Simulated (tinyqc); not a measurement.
# Landau-Devonshire theory of a uniaxial ferroelectric, step by step

A worked calculation. Computed by tinyqc, a small Python program that keeps every step. Command: `OMP_NUM_THREADS=1 python tinyqc.py 3015293 3015294 out.jsonl ferro walk`. One thread of a shared host (Intel(R) Xeon(R) Processor @ 2.30GHz), about 0.01 s of CPU time with the checks. Intermediate numbers are printed to about 5 digits and carried at full precision; extremes and crossings named in words are read from the listed rows.

G(P) = (alpha/2) P^2 + (beta*/4) P^4 + (gamma/6) P^6 - E P per volume, SI units, one domain, P along the polar axis, which is normal to the film.

Inputs (values chosen for the exercise, for a model ferroelectric):

| quantity | value | unit |
|---|---|---|
| alpha_0 | 722000 | J m/(C^2 K) |
| Curie-Weiss temperature T0 | 710 | K |
| beta | 8.02e+08 | J m^5/C^4 |
| gamma | 4.98e+09 | J m^9/C^6 |
| temperature T | 610 | K |
| misfit strain u_m | -0.019 | - |
| electrostriction Q12 | -0.045 | m^4/C^2 |
| compliance s11 + s12 | 5.9e-12 | m^2/N |
| applied field E | 6.4 | MV/m |
| film thickness d | 48 | nm |
| screening length lambda | 0.025 | nm |
| background permittivity eps_b | 8 | - |
| gradient coefficient g | 9.1e-11 | J m^3/C^2 |
| series capacitance C_d | 1.7 | microfarad/cm^2 |
| start of Newton steps P0/Ps | 1 | - |

Sample: epitaxial film.

Constants: eps_0 = 8.8541878128e-12 F/m.

## Coefficients at T

alpha = alpha_0 (T - T0*), with clamping: T0* = T0 + 4 Q12 u_m/(alpha_0 (s11 + s12)), beta* = beta + 4 Q12^2/(s11 + s12).

T0* = 1512.9 K

alpha = -6.5186e+08 J m/C^2

beta* = 2.1749e+09 J m^5/C^4

Compression raises T0 by 803 K. beta* > 0: the transition is of second order. Caution: a shift of T0 this large is beyond the range where constant coefficients hold.

## Spontaneous polarisation, susceptibility, coercive field

Ps^2 = [-beta* + sqrt(beta*^2 - 4 alpha gamma)]/(2 gamma). chi = 1/(eps_0 G''), G'' = alpha + 3 beta* P^2 + 5 gamma P^4 at Ps. Ps, chi and the coercive field are for perfect screening, without a depolarising field. The intrinsic coercive field is |alpha P + beta* P^3 + gamma P^5| at the P_c where G'' = 0. 1 C/m^2 = 100 microcoulomb/cm^2.

spontaneous polarisation Ps = 45.191 microcoulomb/cm^2

susceptibility chi = 65.697

well depth G(Ps) = -36.816 MJ/m^3

P_c = 27.781 microcoulomb/cm^2

intrinsic coercive field = 126.22 MV/m

P_c/Ps = 0.615, above the 0.577 of a quartic well, as the sixth-order term matters. Real switching runs by domain nucleation at far lower fields. Caution: far below T0* the expansion with linear alpha(T) is only a fit.

## Polarisation in the field by Newton steps

Solve G'(P) = alpha P + beta* P^3 + gamma P^5 - E = 0 by P(new) = P - G'/G'' from P0; stop when the step is below 1e-11 C/m^2 (G' under 1e-6 MV/m is shown as 0).

Newton steps:

| step | P (microcoulomb/cm^2) | G' (MV/m) | G'' (MJ m/C^2) |
|---|---|---|---|
| 1 | 45.191 | -6.4000e+00 | 1719.1 |
| 2 | 45.563 | 1.0520e-01 | 1775.8 |
| 3 | 45.557 | 2.6964e-05 | 1774.9 |
| 4 | 45.557 | 0 | 1774.9 |

P at the end of the steps = 45.557 microcoulomb/cm^2

1/(eps_0 G'') there = 63.632

The linear estimate Ps + eps_0 chi E gives 45.563; the field lowers chi by 3.1 %.

## The 180-degree wall

With the term (g/2) (dP/dx)^2, (g/2) P'^2 = G(P) - G(Ps) across the wall: energy = int_(-Ps)^(Ps) sqrt(2 g [G(P) - G(Ps)]) dP (40 Gauss-Legendre points); width = 2 Ps over the slope at P = 0, sqrt(2 |G(Ps)|/g). Elastic coupling inside the wall is left out.

wall energy = 50.251 mJ/m^2

wall width = 1.0048 nm

## A capacitor with imperfect screening

Between shorted electrodes with screening length lambda each, the depolarising field is -k P, k = 2 lambda/(eps_0 (d + 2 lambda eps_b)), so alpha turns into alpha + k. The polar state is the lowest uniform state while alpha + k < 0 (beta* > 0) or < 3 beta*^2/(16 gamma) (beta* < 0); setting the equality gives the critical thickness d_c.

depolarising coefficient k = 1.1667e+08 J m/C^2

polarisation of the film = 41.896 microcoulomb/cm^2

size of the depolarising field = 48.882 MV/m

critical thickness d_c = 8.2630 nm

The film keeps 93 % of Ps.

## Thickness series

Domains are left out, though they can pre-empt both the loss of P and the state at P = 0. The second and third columns are for the shorted capacitor, polar only where it is the lowest uniform state: alpha + k < 0 (beta* > 0) or < 3 beta*^2/(16 gamma) (beta* < 0). The last column is another circuit, the film in series with C_d at P = 0: 1/C = (alpha d)/(1 + alpha eps_0 eps_b) + 1/C_d, and P = 0 is locally stable while 1/C > 0; a dash marks the rest.

Against thickness:

| d (nm) | P (microcoulomb/cm^2) | depolarising field (MV/m) | C of the stack / C_d |
|---|---|---|---|
| 1 | 0.000 | 0.00 | 1.0118 |
| 2 | 0.000 | 0.00 | 1.0238 |
| 3 | 0.000 | 0.00 | 1.0361 |
| 5 | 0.000 | 0.00 | 1.0617 |
| 8 | 0.000 | 0.00 | 1.1025 |
| 15 | 32.495 | 119.16 | 1.2111 |
| 30 | 39.687 | 73.72 | 1.5350 |
| 60 | 42.590 | 39.82 | 3.3013 |
| 150 | 44.182 | 16.59 | - |

The polar state appears between 8 and 15 nm (d_c = 8.26 nm), and at 150 nm P is 97.8 % of Ps. The stack exceeds C_d wherever it is stable, up to 3.30 times: the ferroelectric held at P = 0 acts as a negative capacitance.

Checks made by the program: Ps against a numerical root of G'(P)/P (relative difference below 1e-10).
